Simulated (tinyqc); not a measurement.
## Coupling and lever arm from microwave spectroscopy

Question. A charge qubit absorbs at h f = sqrt(ep^2 + 4 tc^2), ep = al (V - V0). Find al, V0 and tc.

Constants: q = 1.602176634e-19 C, h = 6.62607015e-34 J s. Results are converted to the units shown.

gate voltage (mV): [0.2935, 0.471, 0.613]
resonance frequency Om/h (GHz): [14.538459, 12.991466, 21.008217]

Answer. (h f)^2 is a parabola in V: its curvature gives al, its vertex V0 and 4 tc^2.

al = 0.3400 eV/V
V0 = 0.4000 mV
tc = 24.00 ueV

Program tinyqc, `OMP_NUM_THREADS=1 python tinyqc.py 2470003 2470004 out.jsonl`; Intel Xeon 2.30GHz, shared host, one thread, about 0.01 s.
